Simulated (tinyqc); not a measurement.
Gate-all-around wire with two subbands, quantum capacitance: one step of the calculation.

phi is the Fermi level above the lowest subband edge, in volts; Vg is counted from the gate voltage at which an empty wire would have phi = 0. Both directions of motion are filled (equilibrium).

Problem. Gate capacitance. Cox = 2 pi eps0 eox/ln(1 + tox/rw) per length.

Parameters, values chosen for the exercise:
- eox = 3.9 (relative permittivity of the gate insulator (close to silicon dioxide))
- tox = 2 nm (insulator thickness)
- rw = 2.6 nm (radius of the wire)

Constants: eps0 = 8.8541878128e-14 F/cm where lengths are in cm. Results are converted to the units shown.

Find: Cox.

Solution.

Cox = 3.803 pF/cm

Numbers from tinyqc (`OMP_NUM_THREADS=1 python tinyqc.py 2200057 2200058 out.jsonl`; about 0.02 s on one thread of a shared Intel Xeon 2.30GHz).
